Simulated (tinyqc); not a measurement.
Worked calculation: Hueckel theory of the pi electrons, for the molecule Fc1cccc(-c2ccccc2)c1 (SMILES; centres numbered as the heavy atoms are written). One step of it, computed by the program tinyqc.

Question. Orbitals. Diagonalise; E = alpha + x beta with beta < 0, so the largest x are filled first; degenerate levels share their electrons. P = sum n_i c_ri c_si; each orbital has its largest coefficient positive (the first on a tie).

Hueckel matrix in units of beta (H = alpha + beta A), order 1F, 2C, 3C, 4C, 5C, 6C, 7C, 8C, 9C, 10C, 11C, 12C, 13C:
```
[[3.000000, 0.700000, 0.000000, 0.000000, 0.000000, 0.000000, 0.000000, 0.000000, 0.000000, 0.000000, 0.000000, 0.000000, 0.000000],
 [0.700000, 0.000000, 1.000000, 0.000000, 0.000000, 0.000000, 0.000000, 0.000000, 0.000000, 0.000000, 0.000000, 0.000000, 1.000000],
 [0.000000, 1.000000, 0.000000, 1.000000, 0.000000, 0.000000, 0.000000, 0.000000, 0.000000, 0.000000, 0.000000, 0.000000, 0.000000],
 [0.000000, 0.000000, 1.000000, 0.000000, 1.000000, 0.000000, 0.000000, 0.000000, 0.000000, 0.000000, 0.000000, 0.000000, 0.000000],
 [0.000000, 0.000000, 0.000000, 1.000000, 0.000000, 1.000000, 0.000000, 0.000000, 0.000000, 0.000000, 0.000000, 0.000000, 0.000000],
 [0.000000, 0.000000, 0.000000, 0.000000, 1.000000, 0.000000, 1.000000, 0.000000, 0.000000, 0.000000, 0.000000, 0.000000, 1.000000],
 [0.000000, 0.000000, 0.000000, 0.000000, 0.000000, 1.000000, 0.000000, 1.000000, 0.000000, 0.000000, 0.000000, 1.000000, 0.000000],
 [0.000000, 0.000000, 0.000000, 0.000000, 0.000000, 0.000000, 1.000000, 0.000000, 1.000000, 0.000000, 0.000000, 0.000000, 0.000000],
 [0.000000, 0.000000, 0.000000, 0.000000, 0.000000, 0.000000, 0.000000, 1.000000, 0.000000, 1.000000, 0.000000, 0.000000, 0.000000],
 [0.000000, 0.000000, 0.000000, 0.000000, 0.000000, 0.000000, 0.000000, 0.000000, 1.000000, 0.000000, 1.000000, 0.000000, 0.000000],
 [0.000000, 0.000000, 0.000000, 0.000000, 0.000000, 0.000000, 0.000000, 0.000000, 0.000000, 1.000000, 0.000000, 1.000000, 0.000000],
 [0.000000, 0.000000, 0.000000, 0.000000, 0.000000, 0.000000, 1.000000, 0.000000, 0.000000, 0.000000, 1.000000, 0.000000, 0.000000],
 [0.000000, 1.000000, 0.000000, 0.000000, 0.000000, 1.000000, 0.000000, 0.000000, 0.000000, 0.000000, 0.000000, 0.000000, 0.000000]]
```

pi electrons, sum of z_r less the charge = 14

Give: x values; occupations; coefficients; charge and bond-order matrix P.

Answer.

x values: [3.198, 2.259, 1.855, 1.298, 1.000, 0.940, 0.700, -0.707, -1.000, -1.030, -1.328, -1.902, -2.283]

occupations: [2.000, 2.000, 2.000, 2.000, 2.000, 2.000, 2.000, 0.000, 0.000, 0.000, 0.000, 0.000, 0.000]

coefficients, order 1F, 2C, 3C, 4C, 5C, 6C, 7C, 8C, 9C, 10C, 11C, 12C, 13C:
```
[[0.951, -0.132, 0.158, -0.094, 0.000, -0.168, -0.052, 0.024, 0.000, 0.085, -0.051, 0.048, -0.030],
 [0.269, 0.139, -0.258, 0.230, 0.000, 0.495, 0.170, -0.126, 0.000, -0.487, 0.315, -0.337, 0.223],
 [0.096, 0.146, -0.323, 0.450, 0.000, 0.045, 0.414, 0.390, 0.000, -0.033, -0.428, 0.341, -0.190],
 [0.038, 0.190, -0.342, 0.355, 0.000, -0.452, 0.120, -0.150, 0.000, 0.521, 0.253, -0.312, 0.212],
 [0.026, 0.283, -0.311, 0.010, 0.000, -0.470, -0.330, -0.284, 0.000, -0.504, 0.092, 0.253, -0.293],
 [0.044, 0.450, -0.235, -0.341, 0.000, 0.011, -0.351, 0.350, 0.000, -0.003, -0.375, -0.169, 0.457],
 [0.018, 0.473, 0.141, -0.367, 0.000, -0.058, 0.344, 0.354, 0.000, 0.031, 0.361, -0.198, -0.452],
 [0.006, 0.309, 0.248, -0.068, 0.500, -0.032, 0.296, -0.300, 0.500, -0.014, -0.052, 0.273, 0.288],
 [0.002, 0.225, 0.319, 0.279, 0.500, 0.027, -0.137, -0.141, -0.500, -0.016, -0.292, -0.321, -0.204],
 [0.002, 0.199, 0.344, 0.431, 0.000, 0.058, -0.391, 0.400, 0.000, 0.031, 0.440, 0.337, 0.179],
 [0.002, 0.225, 0.319, 0.279, -0.500, 0.027, -0.137, -0.141, 0.500, -0.016, -0.292, -0.321, -0.204],
 [0.006, 0.309, 0.248, -0.068, -0.500, -0.032, 0.296, -0.300, -0.500, -0.014, -0.052, 0.273, 0.288],
 [0.098, 0.261, -0.266, -0.086, 0.000, 0.538, -0.259, -0.317, 0.000, 0.476, 0.045, 0.266, -0.298]]
```

charge and bond-order matrix P, order 1F, 2C, 3C, 4C, 5C, 6C, 7C, 8C, 9C, 10C, 11C, 12C, 13C:
```
[[1.973, 0.166, -0.101, -0.013, 0.066, -0.011, 0.007, 0.002, -0.002, -0.001, -0.002, 0.002, -0.104],
 [0.166, 0.969, 0.651, 0.006, -0.319, 0.005, -0.041, -0.001, 0.008, 0.001, 0.008, -0.001, 0.667],
 [-0.101, 0.651, 1.022, 0.662, -0.018, -0.305, -0.001, 0.112, 0.000, -0.095, 0.000, 0.112, 0.023],
 [-0.013, 0.006, 0.662, 0.999, 0.676, -0.001, -0.042, 0.000, 0.008, 0.000, 0.008, 0.000, -0.322],
 [0.066, -0.319, -0.018, 0.676, 1.015, 0.618, 0.001, -0.145, 0.000, 0.112, 0.000, -0.145, -0.018],
 [-0.011, 0.005, -0.305, -0.001, 0.618, 0.999, 0.370, 0.000, -0.041, 0.000, -0.041, 0.000, 0.620],
 [0.007, -0.041, -0.001, -0.042, 0.001, 0.370, 1.000, 0.619, 0.000, -0.307, 0.000, 0.619, -0.001],
 [0.002, -0.001, 0.112, 0.000, -0.145, 0.000, 0.619, 1.000, 0.677, 0.000, -0.323, 0.000, -0.146],
 [-0.002, 0.008, 0.000, 0.008, 0.000, -0.041, 0.000, 0.677, 1.000, 0.660, 0.000, -0.323, 0.000],
 [-0.001, 0.001, -0.095, 0.000, 0.112, 0.000, -0.307, 0.000, 0.660, 1.000, 0.660, 0.000, 0.112],
 [-0.002, 0.008, 0.000, 0.008, 0.000, -0.041, 0.000, -0.323, 0.000, 0.660, 1.000, 0.677, 0.000],
 [0.002, -0.001, 0.112, 0.000, -0.145, 0.000, 0.619, 0.000, -0.323, 0.000, 0.677, 1.000, -0.146],
 [-0.104, 0.667, 0.023, -0.322, -0.018, 0.620, -0.001, -0.146, 0.000, 0.112, 0.000, -0.146, 1.024]]
```
